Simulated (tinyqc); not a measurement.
What moves the results: conduction-band anticrossing with a localised impurity level. A value that a table varies takes the place of the one given here.

Host conduction band EM(k) = Eg - al x + c k^2/mM, c = hbar^2/2m0, coupled to a flat level EI by V = C sqrt(x): H = [[EM, V], [V, EI]], E+/- = (EM + EI)/2 +/- sqrt((EM - EI)^2/4 + V^2). The host weight of a state at E is f = 1/(1 + V^2/(E - EI)^2), and its mass at k = 0 is mM/f. The gap is E-(0), the valence top staying at 0.

Constants: hbar^2/2m0 = 3.80998211 eV angstrom^2.

Values chosen for the exercise (host near InP; the results hold for these values, not for the real material): Eg = 1.407 eV (gap at Gamma to the s-like level); mM = 0.0802 m0 (mass of the host band); EI = 1.748 eV (impurity level, from the valence top of the host); C = 2.68 eV (coupling); al = 0.73 eV (linear shift of the host edge); x = 0.035 (impurity fraction); aM = 80 meV/GPa (pressure coefficient of the host edge); aI = 13 meV/GPa (pressure coefficient of the level).

## Impurity fraction

The last column is the bowing that a quadratic law would need at that x, (Eg - gap)/(x (1 - x)), with equal end gaps.

Results:
```
x (%)  E- (eV)  E+ (eV)  gap (eV)  host weight of E-  mass of E-  bowing (eV)
0.1     1.3864   1.7679    1.3864              0.948      0.0846         20.6
0.2     1.3678   1.7858    1.3678              0.910      0.0882         19.7
0.5     1.3195   1.8318    1.3195              0.836      0.0959         17.6
1.0     1.2542   1.8935    1.2542              0.772      0.1038         15.4
2.0     1.1516   1.9888    1.1516              0.712      0.1126         13.0
3.0     1.0682   2.0649    1.0682              0.682      0.1176         11.6
5.0     0.9310   2.1875    0.9310              0.650      0.1233         10.0
8.0     0.7644   2.3322    0.7644              0.627      0.1278          8.7
```

The apparent bowing falls from 20.6 to 8.7 eV, so no single constant describes the gap: the part from the coupling goes as x while V is small against |EM - EI| and as sqrt(x) beyond (V = |Eg - EI| near x = 1.62 %), with the linear term al x on top; the fall of the gap goes as the power 0.93 of x between the first two rows and 0.64 between the last two. The mass of E- goes from 0.0846 to 0.1278, higher although the gap falls, against the usual k.p trend; with al = 0 the weight tends to 1/2 at large x.

## Pressure

Eg and EI move linearly with pressure; V is kept. The slope of E- is f aM + (1 - f) aI.

Results:
```
P (GPa)  EM (eV)  EI (eV)  E- (eV)  E+ (eV)  host weight of E-  slope of E- (meV/GPa)
0         1.3815   1.7480   1.0309   2.0986              0.672                   58.0
1         1.4614   1.7610   1.0880   2.1345              0.643                   56.1
2         1.5414   1.7740   1.1430   2.1724              0.613                   54.1
3         1.6215   1.7870   1.1961   2.2124              0.581                   52.0
4         1.7014   1.8000   1.2469   2.2545              0.549                   49.8
5         1.7814   1.8130   1.2956   2.2989              0.516                   47.6
6         1.8615   1.8260   1.3420   2.3454              0.482                   45.3
7         1.9414   1.8390   1.3862   2.3942              0.449                   43.1
8         2.0215   1.8520   1.4282   2.4452              0.417                   40.9
```

The unmixed levels cross at 5.47 GPa, where E+ - E- has its minimum 2V = 1.003 eV and the weights are 1/2. The slope of E- falls from 58 to 41 meV/GPa, between the limits aM = 80 and aI = 13, as the state turns impurity-like. The X valleys, which pass below the Gamma edge of the host at high pressure, are left out.

## What each parameter does

At k = 0. Each row changes one parameter from the base and keeps the others.

Results:
```
case             E- (eV)  E+ (eV)  gap (eV)  mass (m0)
base              1.0309   2.0986    1.0309     0.1194
EI = 1.698 eV     1.0140   2.0655    1.0140     0.1233
al = 1.23 eV      1.0191   2.0929    1.0191     0.1181
Eg = 1.457 eV     1.0640   2.1155    1.0640     0.1233
C = 3.082 eV      0.9597   2.1697    0.9597     0.1231
x = 0.04025       0.9941   2.1315    0.9941     0.1210
mM = 0.09223 m0   1.0309   2.0986    1.0309     0.1373
```

The largest shifts from the base row, up to three for each result and ties (the steps differ in size, so this ranks the rows, not the parameters). E- (eV): C -0.0712, x -0.0368, Eg +0.0331; unchanged at the printed digits by mM. E+ (eV): C +0.0712, EI -0.0331, x +0.0329; unchanged at the printed digits by mM. gap (eV): C -0.0712, x -0.0368, Eg +0.0331; unchanged at the printed digits by mM. mass (m0): mM +0.0179, EI +0.0039, Eg +0.0039.

(tinyqc, `OMP_NUM_THREADS=1 python tinyqc.py 1050958 1050959 out.jsonl`, Intel(R) Xeon(R) Processor @ 2.30GHz, 1 thread, shared host, about 0.01 s.)
